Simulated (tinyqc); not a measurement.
CCSD on RHF in the sto-3g basis, for BeH2, spin multiplicity 1, step by step. One step of it, computed by the program tinyqc.

Question. CCSD: starting amplitudes. t_ij^ab = <ij||ab> / (e_i + e_j - e_a - e_b), whose energy is MP2.

orbital energies (hartree): MO1 -4.534847, MO2 -0.414068, MO3 -0.370996, MO4 0.213713, MO5 0.213713, MO6 0.346808, MO7 0.684261

Two-electron integrals over orbitals (pq|rs), unique and non-zero (hartree):
```
p,q,r,s,(pq|rs)
1,1,1,1,2.271983
2,1,1,1,-0.186457
2,1,2,1,0.023630
2,2,1,1,0.455582
2,2,2,1,-0.005701
2,2,2,2,0.371893
3,1,3,1,0.004991
3,2,3,1,0.010776
3,2,3,2,0.158017
3,3,1,1,0.416261
3,3,2,1,-0.002338
3,3,2,2,0.383400
3,3,3,3,0.406802
4,1,4,1,0.015743
4,2,4,1,0.014917
4,2,4,2,0.047299
4,3,4,3,0.012267
4,4,1,1,0.569185
4,4,2,1,-0.007203
4,4,2,2,0.352202
4,4,3,3,0.332872
4,4,4,4,0.449859
5,1,5,1,0.015743
5,2,5,1,0.014917
5,2,5,2,0.047299
5,3,5,3,0.012267
5,4,5,4,0.024249
5,5,1,1,0.569185
5,5,2,1,-0.007203
5,5,2,2,0.352202
5,5,3,3,0.332872
5,5,4,4,0.401360
5,5,5,5,0.449859
6,1,1,1,-0.192757
6,1,2,1,0.024912
6,1,2,2,-0.005928
6,1,3,3,-0.002917
6,1,4,4,-0.005743
6,1,5,5,-0.005743
6,1,6,1,0.026343
6,2,1,1,0.138207
6,2,2,1,-0.005977
6,2,2,2,-0.013876
6,2,3,3,-0.040810
6,2,4,4,0.068776
6,2,5,5,0.068776
6,2,6,1,-0.005249
6,2,6,2,0.083780
6,3,3,1,-0.000335
6,3,3,2,-0.092083
6,3,6,3,0.087830
6,4,4,1,0.016143
6,4,4,2,0.046483
6,4,6,4,0.049044
6,5,5,1,0.016143
6,5,5,2,0.046483
6,5,6,5,0.049044
6,6,1,1,0.457692
6,6,2,1,-0.006634
6,6,2,2,0.374011
6,6,3,3,0.385158
6,6,4,4,0.350790
6,6,5,5,0.350790
6,6,6,1,-0.006524
6,6,6,2,-0.027319
6,6,6,6,0.390936
7,1,3,1,0.009425
7,1,3,2,0.017358
7,1,6,3,0.000329
7,1,7,1,0.017930
7,2,3,1,0.004583
7,2,3,2,-0.038730
7,2,6,3,0.062928
7,2,7,1,0.008433
7,2,7,2,0.057415
7,3,1,1,0.150828
7,3,2,1,-0.003962
7,3,2,2,0.001272
7,3,3,3,-0.017963
7,3,4,4,0.071123
7,3,5,5,0.071123
7,3,6,1,-0.003556
7,3,6,2,0.079435
7,3,6,6,-0.020367
7,3,7,3,0.087689
7,4,4,3,0.013208
7,4,7,4,0.016973
7,5,5,3,0.013208
7,5,7,5,0.016973
7,6,3,1,0.009670
7,6,3,2,0.139347
7,6,6,3,-0.091312
7,6,7,1,0.016052
7,6,7,2,-0.046629
7,6,7,6,0.136155
7,7,1,1,0.543007
7,7,2,1,-0.007399
7,7,2,2,0.397809
7,7,3,3,0.413533
7,7,4,4,0.376212
7,7,5,5,0.376212
7,7,6,1,-0.007436
7,7,6,2,-0.017671
7,7,6,6,0.407703
7,7,7,3,0.004352
7,7,7,7,0.451027
```

Give: Starting amplitudes; correlation energy.

Answer.

Starting amplitudes (spin orbitals 1a, 1b, ...; amplitudes related by a flip of all spins are not repeated):
```
from,to,t
3a 3b,6a 6b,-0.061
2a 2b,6a 6b,-0.055
2a 3b,6a 7b,-0.044
3a 3b,7a 7b,-0.042
2a 2b,5a 5b,-0.038
2a 2b,4a 4b,-0.038
2a 3b,6b 7a,0.035
2a 2b,7a 7b,-0.026
3a 3b,5a 5b,-0.010
3a 3b,4a 4b,-0.010
2a 3a,6a 7a,-0.009
1a 2b,5a 5b,-2.77e-03
1a 2b,4a 4b,-2.77e-03
1a 1b,6a 6b,-2.70e-03
1a 1b,7a 7b,-1.72e-03
1a 1b,5a 5b,-1.66e-03
1a 1b,4a 4b,-1.66e-03
1a 2b,7a 7b,-1.33e-03
1a 2b,6a 6b,9.30e-04
1a 3a,6a 7a,6.54e-04
1a 3b,6a 7b,5.99e-04
1a 3b,6b 7a,5.54e-05
```

correlation energy = -0.03092 hartree
